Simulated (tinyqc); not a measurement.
Stacked nanosheet transistor, parasitic resistance, capacitance and delay: one step of the calculation.

Ns sheets share one contact on top; each has perimeter p = 2 (Ws + ts) and cross-section A = Ws ts; contact width Wc = Ws + 10 nm, stack height Hs = Ns pv. Sheet 1 is the top one. Contact length Lc = CPP - Lg - 2 Lsp, shared by two neighbouring gates. Source and drain sides are equal. The formulas are first-order estimates, not field solutions.

Question. Geometry and resistances. Epitaxy sheet resistance Rsh = re/te, transfer length LT = sqrt(rc/Rsh), contact Rc = [sqrt(rc Rsh)/Wc] coth(Lc/(2 LT)); extension of one sheet Rx = rx Lsp/A. Effective width N p; for equal currents and rv = 0 one side has Rc + Rx/N.

Values chosen for this exercise; values close to those of silicon logic devices:
```
symbol,value,unit,meaning
Ns,4,,number of sheets
Ws,20,nm,sheet width
ts,4,nm,sheet thickness
CPP,54,nm,contacted gate pitch
Lg,14,nm,gate length
Lsp,5,nm,spacer length
rc,3.4e-9,ohm cm^2,contact resistivity
re,0.00024,ohm cm,resistivity of the source-drain epitaxy
te,20,nm,current-carrying depth of the epitaxy
rx,0.0014,ohm cm,resistivity of the extension
```

Wanted: Lc; effective width; Rsh; LT; Rc; Rx; one side times effective width.

Answer.

Lc = 30.000 nm
effective width = 192.00 nm
Rsh = 120.00 ohm
LT = 53.229 nm
Rc = 775.45 ohm
Rx = 875.00 ohm
one side times effective width = 190.89 ohm um

Numbers from tinyqc (`OMP_NUM_THREADS=1 python tinyqc.py 2170087 2170088 out.jsonl`; about 0.08 s on one thread of a shared Intel Xeon 2.30GHz).
